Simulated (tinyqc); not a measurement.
Strain, valley repopulation and piezoresistance in a many-valley conduction band: one step, computed by the program tinyqc. Command: `OMP_NUM_THREADS=1 python tinyqc.py 3004281 3004282 out.jsonl valleys walk`. One thread of a shared host (Intel(R) Xeon(R) Processor @ 2.30GHz), about 0.03 s of CPU time with the checks.

Valleys are ellipsoids with mass m_l along the axis a and m_t across it, parabolic, with one constant relaxation time; strain shifts the valleys and leaves the masses alone. Currents are taken along [111], along the load, and along [1-10], across the load.

Task: Strain. Compliances S11 = (C11 + C12)/((C11 - C12)(C11 + 2 C12)), S12 = -C12/((C11 - C12)(C11 + 2 C12)), S44 = 1/C44; stress sigma_ij = X n_i n_j for the unit vector n of the load; e_xx = S11 sigma_xx + S12 (sigma_yy + sigma_zz), e_xy = S44 sigma_xy/2 (tensor strain).

Inputs (values chosen for the exercise, modelled on germanium): C11 = 129 GPa; C12 = 47.8 GPa; C44 = 66.9 GPa; stress X (tension positive) = -440 MPa.

Valley axes: <111> (4 valleys). Load: uniaxial [111].

Give: strain tensor.

Result:

strain tensor (%), rows x, y, z:
$$\begin{pmatrix}
-0.06530 & -0.10962 & -0.10962 \\
-0.10962 & -0.06530 & -0.10962 \\
-0.10962 & -0.10962 & -0.06530
\end{pmatrix}$$
